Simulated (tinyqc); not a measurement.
What moves the results: electrons shared among three sets of ellipsoidal valleys. A value that a table varies takes the place of the one given here.

F_j(eta) = (1/Gamma(j + 1)) integral_0^infinity x^j dx/(1 + exp(x - eta)), which tends to exp(eta) for eta << 0.

Sets Gamma, L, X: N_i = M_i times N = 2 (m kB T/(4 pi c))^(3/2) with c = hbar^2/2m0, in 1/angstrom^3; times 1e24 for 1/cm^3, m = (ml mt^2)^(1/3); n = sum_i N_i F_1/2((EF - dE_i)/kT), energies from the edge of the first set; mu_drift = sum of share times mobility.

Constants: hbar^2/2m0 = 3.80998211 eV angstrom^2; kB = 8.617333262e-05 eV/K.

Values chosen for the exercise (masses and offsets near those of InP; mobilities are free inputs, held fixed; shifted at random, so the results belong to these values and not to a real crystal): dE = (0, 0.492, 0.945) eV (edges of Gamma, L, X above the first); M = (1, 4, 3) (valleys in each set); ml = (0.076, 1.723, 1.299) m0 (longitudinal masses of Gamma, L, X); mt = (0.076, 0.1363, 0.257) m0 (transverse masses); mu = (5300, 580, 290) cm^2/(V s) (mobility of each set); n = 1.8e+17 1/cm^3 (total electron density); T = 300 K.

## Transfer between valleys with temperature

Offsets, masses and mobilities are held fixed; n is fixed too, so the high values of T stand for hot electrons, not for the lattice.

Populations:

| T (K) | EF (eV) | share Gamma | share L | share X | mu_drift |
|---|---|---|---|---|---|
| 77 | 0.0124 | 1.0000 | 0.0000 | 0.0000 | 5300 |
| 150 | 0.0040 | 1.0000 | 0.0000 | 0.0000 | 5300 |
| 300 | -0.0246 | 1.0000 | 0.0000 | 0.0000 | 5300 |
| 450 | -0.0626 | 0.9999 | 0.0001 | 0.0000 | 5299 |
| 600 | -0.1071 | 0.9974 | 0.0026 | 0.0000 | 5288 |
| 900 | -0.2139 | 0.9420 | 0.0578 | 0.0002 | 5026 |
| 1200 | -0.3519 | 0.7685 | 0.2280 | 0.0035 | 4207 |
| 2000 | -0.8723 | 0.3179 | 0.6265 | 0.0555 | 2065 |

The share of Gamma goes from 1.000 to 0.318 and the mean mobility from 5300 to 2065 cm^2/(V s). Gamma and L hold equal numbers between T = 1200 and 2000 K. The share of X is at most 0.056.

## Transfer between valleys with doping

Parabolic valleys; band tails and gap narrowing are left out.

Populations:

| n (1/cm^3) | EF (eV) | share Gamma | share L | share X | mu_drift |
|---|---|---|---|---|---|
| 1.0e+16 | -0.1023 | 1.0000 | 0.0000 | 0.0000 | 5300 |
| 1.0e+17 | -0.0412 | 1.0000 | 0.0000 | 0.0000 | 5300 |
| 1.0e+18 | 0.0336 | 1.0000 | 0.0000 | 0.0000 | 5300 |
| 3.0e+18 | 0.0936 | 1.0000 | 0.0000 | 0.0000 | 5300 |
| 1.0e+19 | 0.2202 | 1.0000 | 0.0000 | 0.0000 | 5300 |
| 3.0e+19 | 0.4390 | 0.9264 | 0.0736 | 0.0000 | 4952 |
| 1.0e+20 | 0.5531 | 0.3925 | 0.6075 | 0.0000 | 2432 |

The share of Gamma goes from 1.000 to 0.392 and the mean mobility from 5300 to 2432 cm^2/(V s). Gamma and L hold equal numbers between n = 3e+19 and 1e+20 1/cm^3. Where EF lies more than about 0.2 eV up a light valley, its parabolic form fails. The share of X is at most 5.8e-08.

## Moving the second set by strain or alloying

The second entry of dE is replaced by the values listed; a negative value puts that set lowest.

Populations:

| offset (eV) | EF (eV) | share Gamma | share L | share X | mu_drift |
|---|---|---|---|---|---|
| -0.100 | -0.2189 | 0.0006 | 0.9994 | 0.0000 | 583 |
| -0.050 | -0.1690 | 0.0042 | 0.9958 | 0.0000 | 600 |
| 0.000 | -0.1197 | 0.0284 | 0.9716 | 0.0000 | 714 |
| 0.025 | -0.0958 | 0.0711 | 0.9289 | 0.0000 | 916 |
| 0.050 | -0.0736 | 0.1660 | 0.8340 | 0.0000 | 1364 |
| 0.100 | -0.0406 | 0.5672 | 0.4328 | 0.0000 | 3257 |
| 0.150 | -0.0277 | 0.8969 | 0.1031 | 0.0000 | 4814 |
| 0.200 | -0.0251 | 0.9835 | 0.0165 | 0.0000 | 5222 |
| 0.300 | -0.0246 | 0.9996 | 0.0004 | 0.0000 | 5298 |

The share of Gamma goes from 0.001 to 1.000 and the mean mobility from 583 to 5298 cm^2/(V s). Gamma and L hold equal numbers between offset = 0.05 and 0.1 eV. The share of X is at most 6.3e-15. With Boltzmann statistics the first two sets are equal at kT ln(N_2/N_1) = 0.0913 eV.

## What moves the populations

All else solved anew. Each row changes one parameter from the base and keeps the others.

Results:

| case | EF (eV) | share Gamma | share L | share X | mu_drift (cm^2/(V s)) |
|---|---|---|---|---|---|
| base | -0.0246 | 1.0000 | 0.0000 | 0.0000 | 5300 |
| T = 350 K | -0.0364 | 1.0000 | 0.0000 | 0.0000 | 5300 |
| n = 5.4e+17 1/cm^3 | 0.0099 | 1.0000 | 0.0000 | 0.0000 | 5300 |
| dE = (0, 0.3936, 0.945) eV | -0.0246 | 1.0000 | 0.0000 | 0.0000 | 5300 |
| mt = (0.076, 0.1636, 0.257) m0 | -0.0246 | 1.0000 | 0.0000 | 0.0000 | 5300 |
| ml = (0.076, 2.0676, 1.299) m0 | -0.0246 | 1.0000 | 0.0000 | 0.0000 | 5300 |
| mu = (6360, 580, 290) cm^2/(V s) | -0.0246 | 1.0000 | 0.0000 | 0.0000 | 6360 |

The largest shifts from the base row, up to three for each result and ties (the steps differ in size, so this ranks the rows, not the parameters). EF (eV): n +0.0345, T -0.0118; unchanged at the printed digits by dE, mt, ml and mu. share Gamma: unchanged at the printed digits by T, n, dE, mt, ml and mu. share L: unchanged at the printed digits by T, n, dE, mt, ml and mu. share X: unchanged at the printed digits by T, n, dE, mt, ml and mu. mu_drift (cm^2/(V s)): mu +1060; unchanged at the printed digits by T, n, dE, mt and ml.

Run: tinyqc, `OMP_NUM_THREADS=1 python tinyqc.py 1652024 1652025 out.jsonl`; Intel(R) Xeon(R) Processor @ 2.30GHz, one thread, shared host; about 0.01 s of CPU time with all checks.
